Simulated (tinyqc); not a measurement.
Well width and field from level and shift.

Question. An infinitely deep well has E_1(0) = C (pi/L)^2/m1, C = hbar^2/(2 m0), and in a field F (potential zero at the centre of the well) the second-order term of the shift is -m1 F^2 L^4 (15 - pi^2)/(48 C pi^4); higher orders are set aside. Find L and F.

Parameters, values chosen for the exercise: mass m1 = 0.35 m0.

Constants: q = 1.602176634e-19 C, hbar = 1.054571817e-34 J s, m0 = 9.1093837015e-31 kg, hbar^2/(2 m0) = 0.0380998212 eV nm^2. Results are converted to the units shown.

E_1(0) = 0.0057241829 eV
second-order shift of level 1 = -0.020453140 meV

Answer. The level gives L, and the shift then gives F^2.

L = 13.70 nm
F = 2.400e-4 V/nm

Numbers from tinyqc (`OMP_NUM_THREADS=1 python tinyqc.py 2580014 2580015 out.jsonl`; about 0.02 s on one thread of a shared Intel Xeon 2.30GHz).
